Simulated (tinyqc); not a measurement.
A particle near a wafer in liquid: double-layer and van der Waals forces (DLVO), deposition barrier and removal: one step, computed by the program tinyqc. Command: `OMP_NUM_THREADS=1 python tinyqc.py 3110154 3110155 out.jsonl dlvo walk`. One thread of a shared host (Intel(R) Xeon(R) Processor @ 2.30GHz), about 0.01 s of CPU time with the checks.

Sphere and flat wall, Derjaguin approximation, constant potentials in the linear-superposition form, no retardation and no hydration force.

Question. The curve. U(h) = Z R exp(-kappa h) - A R/(6 h); F(h) = -dU/dh = kappa Z R exp(-kappa h) - A R/(6 h^2), positive for repulsion.

Inputs (values chosen for the exercise, of the order of those for ceria on silica in water): particle radius R = 160 nm; Hamaker constant A = 1.6e-20 J; temperature T = 298 K.

kappa = 0.1709624 1/nm

Z = 15.03530 pN

Constants: k_B = 1.380649e-23 J/K.

Give: the table «Against the gap» with the columns kappa h, U (k_B T), F (pN), for h (nm) = 0.4, 0.6, 1.0, 1.5, 2.5, 4.0, 7.0, 12.0, 20.0, 40.0.

Answer.

Against the gap:
```
h (nm)  kappa h  U (k_B T)      F (pN)
0.4       0.068      286.8  -2.283e+03
0.6       0.103      354.9  -8.140e+02
1.0       0.171      389.1  -8.002e+01
1.5       0.256      383.3   1.286e+02
2.5       0.427      339.9   2.000e+02
4.0       0.684      269.2   1.809e+02
7.0       1.197      161.9   1.156e+02
12.0      2.052       66.5   4.990e+01
20.0      3.419       14.0   1.240e+01
40.0      6.838       -2.0   1.741e-01
```

Caution: in rows where h is not small against R, A R/(6 h) overstates the van der Waals term. Caution: in rows with kappa h below 1 linear superposition is only rough.
